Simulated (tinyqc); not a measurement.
What an interlayer buys: scattering of inversion-layer electrons by surface optical phonons of the gate insulator (remote phonon scattering). Computed by tinyqc, a small Python program. Command: `OMP_NUM_THREADS=1 python tinyqc.py 3112082 3112083 out.jsonl sophonon walk`. One thread of a shared host (Intel(R) Xeon(R) Processor @ 2.30GHz), about 0.02 s of CPU time with the checks.

One subband with the Fang-Howard envelope; insulator and channel are half-spaces, the gate is far away, and an interlayer only moves the polar surface away by t (its own modes and its permittivity contrast are left out).

Inputs (values chosen for the exercise, modelled on Al2O3 on germanium): static constant of the insulator eps_0s = 12.6; intermediate constant eps_i = 7.29; optical constant eps_inf = 3.18; hbar omega_TO1 = 47.6 meV; hbar omega_TO2 = 73 meV; constant of the channel eps_s = 16.2; in-plane mass m = 0.125 m_0; valleys g_v = 4; sheet density n = 1e+12 1/cm^2; mean distance of the electrons z0 = 3/b = 1.4 nm; interlayer thickness t = 0 nm; temperature T = 300 K; mobility from other processes = 760 cm^2/(V s).

Screening by the channel electrons: static.

Constants: k_B = 8.617333262e-05 eV/K; hbar^2/(2 m_0) = 3.80998212 eV angstrom^2; e^2/(4 pi eps_0) = 14.39964548 eV angstrom; hbar = 6.582119569e-16 eV s; e = 1.602176634e-19 C; m_0 = 9.1093837015e-31 kg.

Method:
- eps(w) = eps_inf + (eps_0s - eps_i) w1^2/(w1^2 - w^2) + (eps_i - eps_inf) w2^2/(w2^2 - w^2). Surface modes solve eps(w) + eps_s = 0, a quadratic in w^2; the strength of a mode is g = 2/(w d eps/dw).
- Occupation N = 1/(exp(hbar w/(k_B T)) - 1).
- Density of states D = g_v m/(pi hbar^2); eta = E_F/(k_B T) = ln(exp(n/(D k_B T)) - 1); screening wave number q_s = e^2 D/(2 eps_0 eps_avg) x 1/(1 + exp(-eta)), eps_avg = (eps_s + eps_inf)/2; b = 3/z0.
- For a mode of strength g, without the occupation factor, Area x |M(q)|^2 = e^2 hbar w g/(2 eps_0 q) x (b/(b + q))^6 exp(-2 q t) / (1 + (q_s/q) H(q))^2, H = (1 + 9 x/8 + 3 x^2/8)/(1 + x)^3, x = q/b.
- Approximate momentum relaxation rate, taking tau v alike in the initial and final states: 1/tau = (m/(2 pi hbar^3)) sum over modes and over absorption (N, E' = E + hbar w) and emission (N + 1, E' = E - hbar w > 0) of [(1 - f(E'))/(1 - f(E))] int_0^(2 pi) Area |M(q)|^2 (1 - cos theta) d theta, q^2 = k^2 + k'^2 - 2 k k' cos theta, f the Fermi function; 48 midpoints in theta from 0 to pi.
- mu = (e/m) int tau E f (1 - f) dE/(k_B T int f dE), by 300 midpoints from 0 to (max(eta, 0) + 14) k_B T; Matthiessen sum with the other processes.

hbar omega_SO (meV): 1 51.9609, 2 81.5216

strengths g: 1 0.0055286, 2 0.0113488

occupations N: 1 0.154731, 2 0.044612

b = 2.14286 1/nm

q_s = 0.329700 1/nm

eta = -1.59230

Against the interlayer thickness:
```
t (nm)  remote-phonon mobility (cm^2/(V s))  total (cm^2/(V s))
0.0                              2.8762e+04              740.44
0.3                              4.3452e+04              746.94
0.6                              6.4994e+04              751.22
1.0                              1.0927e+05              754.75
1.5                              2.0282e+05              757.16
2.0                              3.6314e+05              758.41
3.0                              1.0471e+06              759.45
```

What follows from these numbers?

1 nm of interlayer raises the remote-phonon mobility by a factor 3.80, as exp(2 q t) with an effective q of 0.67 per nm; between 2 and 3 nm the effective q is 0.53. The total goes from 740 to 755 over the first nanometre.

Extremes, crossings and ranges named in words are read from the listed rows.
